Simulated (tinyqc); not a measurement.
Gain against electron density: polytypes and stacking faults of a tetrahedral semiconductor in an axial Ising model with couplings up to third neighbours. Computed by tinyqc, a small Python program. Command: `OMP_NUM_THREADS=1 python tinyqc.py 3007271 3007272 out.jsonl polytype walk`. One thread of a shared host (Intel(R) Xeon(R) Processor @ 2.30GHz), about 0.01 s of CPU time with the checks.

Each double layer has s = +1 or -1 for the sense of its stacking step; E per pair of atoms = E0 - sum_n J_n <s_i s_(i+n)>, n = 1, 2, 3. Hexagonality h = (1 - <s_i s_(i+1)>)/2.

Inputs (values chosen for the exercise, of the order of those of SiC for J, a, G and the gaps):
```
quantity                                    value      unit
J1                                           1.07  meV/pair
J2                                          -2.03  meV/pair
J3                                          -0.41  meV/pair
basal lattice constant a                     3.08  angstrom
binding energy of the fault level E_b         0.2        eV
in-plane mass m                              0.49        m0
effective density of states N_c at 300 K  2.3e+19    1/cm^3
temperature T                                 400         K
```

Host polytype: 4H.

Constants: 1 eV/angstrom^2 = 16.02176634 J/m^2; m_0 = 9.1093837015e-31 kg; hbar = 1.054571817e-34 J s; k_B = 1.380649e-23 J/K; k_B = 8.617333262e-05 eV/K.

Method. Faults in 4H: the sequences single Shockley (31) (+++-), double Shockley (62) (++++++--), Frank-type (32) (+++--) are put between perfect repeats; k_n = (layers x C_n of the host) - sum_i s_i s_(i+n). gamma = sum k_n J_n/A, A = (sqrt 3/2) a^2; 1 meV/angstrom^2 = 16.02177 mJ/m^2. The fault binds electrons in a two-dimensional band E_b below the conduction edge, g2 = m m0/(pi hbar^2) for one valley. With the Fermi level held by the bulk, eta = ln[n/N_c(T)], N_c(T) = N_c (T/300)^1.5, the grand potential falls by g2 (k_B T)^2 F1(x), x = eta + E_b/(k_B T), F1(x) = integral from 0 to infinity of ln(1 + exp(x - t)) dt; sheet density g2 k_B T ln(1 + e^x). Band bending by the trapped charge is left out, so the gain is an upper bound.

fault coefficients k_n:
```
                      J1  J2  J3
single Shockley (31)   0  -4   0
double Shockley (62)  -4  -8   0
Frank-type (32)       -1  -2   3
```

energy of the glide fault, single Shockley (31) = 15.8356 mJ/m^2

At T:
```
n (1/cm^3)        x  sheet density (1/cm^2)  gain (mJ/m^2)  gain/gamma  gain/gamma at T + 200 K
1.00e+14    -6.9751              6.5929e+09     3.6418e-04  2.2998e-05               4.0725e-06
1.00e+15    -4.6725              6.5653e+10     3.6342e-03  2.2950e-04               4.0718e-05
1.00e+16    -2.3699              6.3056e+11     3.5609e-02  2.2487e-03               4.0651e-04
1.00e+17    -0.0673              4.6569e+12     3.0272e-01  1.9116e-02               4.0000e-03
1.00e+18     2.2352              1.6488e+13     1.5737e+00  9.9379e-02               3.4990e-02
5.00e+18     3.8447              2.7275e+13     3.5124e+00  2.2181e-01               1.2389e-01
2.00e+19     5.2310              3.6945e+13     5.9698e+00  3.7699e-01               2.8748e-01
```

What follows from these numbers?

For x well below 0 the gain is k_B T times the sheet density and linear in n; for x well above 0 the well fills and the gain grows only about as x^2. It stays below the fault energy in all rows; 200 K more changes it by a factor 0.18 at 1e16.
